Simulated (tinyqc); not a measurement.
## Tunnelling through a gate dielectric, WKB transmission and Tsu-Esaki current: effect of the tunnelling mass m1

Electrons leave the emitter at x = 0. Energies E (motion across the layers) are in eV from the emitter Fermi level; the collector Fermi level lies at -V and offers states at every E. No charge in the dielectric and no image force: F1 = V/t1, U = phi1 - F1 x. With C = hbar^2/(2 m0), kappa = sqrt(m (U - E)/C) where U > E and 0 elsewhere; T(E) = exp(-S), S = 2 times the integral of kappa over x.

Each layer adds (2/F) sqrt(m/C) [G(u at its left edge) - G(u at its right edge)] to S, with u = U - E (0 where negative) and G(u) = (2/3) u^1.5. J = J0 times the integral of T(E) N(E) dE, N = ln[(1 + exp(-E/Vt))/(1 + exp((-E - V)/Vt))], J0 = q^2 me m0 kB T/(2 pi^2 hbar^3) (times 1e-4 for A/cm^2 per eV), from E = -Ef to far above the barrier (T = 1 there), by quadrature converged to the digits shown.

Parameters, values chosen for the exercise; dielectric values close to those of silicon dioxide:

| symbol | value | unit | meaning |
|---|---|---|---|
| T | 300 | K | temperature |
| Ef | 0.15 | eV | Fermi energy of the emitter above its band bottom |
| me | 1 | m0 | emitter mass in the supply function |
| phi1 | 2.96 | eV | barrier of layer 1 above the emitter Fermi level at zero bias |
| t1 | 3.3 | nm | thickness of layer 1 |
| V | 1 | V | voltage across the dielectric |

Constants: q = 1.602176634e-19 C, kB = 1.380649e-23 J/K, hbar = 1.054571817e-34 J s, m0 = 9.1093837015e-31 kg, Vt = kB T/q, hbar^2/(2 m0) = 0.0380998212 eV nm^2. Results are converted to the units shown.

Result of one run:
```
m1 (m0)	S at E = 0	T(E = 0)	J (A/cm^2)	mean E of the current (eV)
0.5	37.44	5.522e-17	5.921e-9	-0.07216
```

What becomes of these results when the tunnelling mass of layer 1 m1 is changed from 0.5 to 0.2 m0, all else the same?

Result of the changed run:
```
m1 (m0)	S at E = 0	T(E = 0)	J (A/cm^2)	mean E of the current (eV)
0.2	23.68	5.219e-11	0.006917	-0.07991
```

The whole series:
```
m1 (m0)	S at E = 0	T(E = 0)	J (A/cm^2)	mean E of the current (eV)
0.12	18.34	1.085e-8	1.569	-0.08265
0.15	20.50	1.245e-9	0.1738	-0.08155
0.2	23.68	5.219e-11	0.006917	-0.07991
0.25	26.47	3.191e-12	4.044e-4	-0.07841
0.31	29.48	1.579e-13	1.909e-5	-0.07676
0.4	33.48	2.874e-15	3.268e-7	-0.07449
0.5	37.44	5.522e-17	5.921e-9	-0.07216
0.63	42.02	5.630e-19	5.653e-11	-0.06934
```

J falls from 1.57 to 5.65e-11 A/cm^2. S goes as m1^(0.50): kappa is proportional to the square root of the mass.

Numbers from tinyqc (`OMP_NUM_THREADS=1 python tinyqc.py 2540021 2540022 out.jsonl`; about 0.02 s on one thread of a shared Intel Xeon 2.30GHz).
